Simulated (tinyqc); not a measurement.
Bulk transistor, scale length and short-channel effects: two steps of the calculation.

A gate, an insulator of thickness ti and a depleted layer of depth ts on a conducting body. Below threshold the potential that source and drain add obeys Laplace's equation and vanishes on the gate and at the bottom of the depleted layer. Its lowest mode decays along the channel as exp(-k y); k is the smallest positive root of the matching condition at the interface, and the scale length is Lambda = pi/k.

Parameters, values chosen for the exercise; permittivities: semiconductor close to that of indium arsenide, insulator close to that of silicon dioxide:
```
symbol,value,unit,meaning
T,300,K,temperature
eps_r,14.8,,relative permittivity of the semiconductor
ei,4.07,,relative permittivity of the insulator
ti,0.75,nm,insulator thickness
ts,30,nm,depletion depth
L,89,nm,channel length
Vbi,0.9,V,potential of the source
sT,0.74,V,potential of the barrier top at threshold
VTL,0.26,V,long-channel threshold
m,1.09,,long-channel body factor
Vds,1,V,drain voltage
```

Constants: q = 1.602176634e-19 C, kB = 1.380649e-23 J/K, Vt = kB T/q. Results are converted to the units shown.

Question 1. Decay constant by Newton steps. f(k) = eps_r sin(k ti) cos(k ts) + ei cos(k ti) sin(k ts); f' by a central difference with +/- 1e-5 1/nm; k(new) = k - f/f'.

k at the start = 0.105 1/nm

Find: f; f'; k after iteration 1.

Answer 1.

f = -1.198
f' = -132.5 nm
k after iteration 1 = 0.09595 1/nm

Question 2. Threshold shift, barrier position and swing. Along the channel psi(y) = s + a exp(y/l) + b exp(-y/l) with psi(0) = Vbi, psi(L) = Vbi + Vds and l = 1/k = Lambda/pi; with A = Vbi - s, B = A + Vds, x = exp(-L/l): a = (B - A x) x/(1 - x^2), b = (A - B x)/(1 - x^2). The minimum is s + 2 sqrt(a b), at y = (l/2) ln(b/a). The long-channel potential follows the gate as s = sT + (Vg - VTL)/m, and the threshold VT is the gate voltage at which the minimum equals sT. Swing = m Vt ln 10/g at threshold, g = d(minimum)/ds = 1 - (b x + a)/((1 + x) sqrt(a b)).

l = 10.399707 nm

Give: s at threshold; a; b; position of the minimum; VT; swing.

Answer 2.

s at threshold = 0.7275 V
a = 2.251e-4 V
b = 0.1722 V
position of the minimum = 34.53 nm
VT = 0.2464 V
swing = 67.69 mV/decade

The threshold lies 13.6 mV below the long-channel value, and the barrier top sits at 0.39 L from the source.

Computed by the program tinyqc: `OMP_NUM_THREADS=1 python tinyqc.py 2420074 2420075 out.jsonl`, one thread of a shared Intel Xeon 2.30GHz, about 0.01 s for the whole run.
